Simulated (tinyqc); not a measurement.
Worked calculation: core-shell quantum dot (spherical envelope functions). Values are carried at full precision from step to step, so a last printed digit may differ when a step is redone from the rounded ones.

Parabolic bands; strain and other valleys are left out. s states, u = r psi, hard wall at R + H, c = hbar^2/2m0, energies from the band edges of the core. Core: u = sin(k1 r)/k1, k1 = sqrt(m1 E/c). At R, psi and psi'/m are continuous, so u is continuous and its slope in the shell is s = u/R + (m2/m1)(u' - u/R). Shell: u(R + x) = u(R) cos(k2 x) + s sin(k2 x)/k2, k2 = sqrt(m2 (E - V)/c); for negative arguments the functions turn into sinh and cosh. A level has u(R + H) = 0.

Constants: hbar^2/2m0 = 3.80998211 eV angstrom^2; e^2/(4 pi eps0) = 14.39964547 eV angstrom; hc = 1239.841984 eV nm.

Parameters, chosen for this exercise (near those of an InAs/InP core-shell dot; the results hold for these values, not for the real material): R = 35 angstrom (core radius); H = 31 angstrom (shell thickness); Vc = 0.519 eV (conduction edge of the shell above that of the core); me1 = 0.029 m0 (electron, core); me2 = 0.078 m0 (electron, shell); E = 0.272 eV (trial energy of the electron); Vv = 0.376 eV (hole barrier of the shell); mh1 = 0.358 m0 (hole, core); mh2 = 0.484 m0 (hole, shell); Eg = 0.418 eV (gap of the core); eps = 12 (dielectric constant).

## Shooting at a trial energy

Carry the electron solution outwards.

k1^2 = 0.0020704 1/angstrom^2
k2^2 = -0.0050567 1/angstrom^2
u(R) = 21.972 angstrom
s = -1.1192
u(R + H) = 30.333 angstrom

u(R + H) is positive: no node yet, so the lowest level lies above the trial energy.

## Ground states

Find the lowest root for electron and hole, and the share of u^2 inside the core.

Levels:

| carrier | E (eV) | share in the core |
|---|---|---|
| electron | 0.3146 | 0.738 |
| hole | 0.0609 | 0.973 |

The core holds 15 % of the volume. Both carriers sit mainly in the core, as the type I line-up favours.

## Overlap and Coulomb integrals

Overlap = (integral of u_e u_h)^2 with normalised u. Coulomb integrals J_ab = (q/eps) double integral of u_a(r)^2 u_b(s)^2/max(r, s), q = e^2/(4 pi eps0), one eps everywhere. Exciton E = Eg + E_e + E_h - J_eh; first-order biexciton shift J_ee + J_hh - 2 J_eh (positive: repulsive).

Integrate numerically.

overlap = 0.792

J_eh, J_ee, J_hh (meV): 42.5  37.5  51.5

## Exciton and biexciton

Give E, the wavelength hc/E and the biexciton shift.

E = 0.751 eV
wavelength = 1651 nm
biexciton shift = 4 meV

At first order the shift is the Coulomb integral of the net charge density with itself and cannot be negative; correlation, left out here, lowers it, and may reverse a shift as small as this.

## Checks

- Level without offset and mass step against c (pi/(R + H))^2/m, eV: both 0.2977.
- J_ee in that case against 1.786 q/(eps (R + H)), meV: both 32.5.

tinyqc: `OMP_NUM_THREADS=1 python tinyqc.py 1250824 1250825 out.jsonl`; about 0.03 s, one thread, shared Intel(R) Xeon(R) Processor @ 2.30GHz.
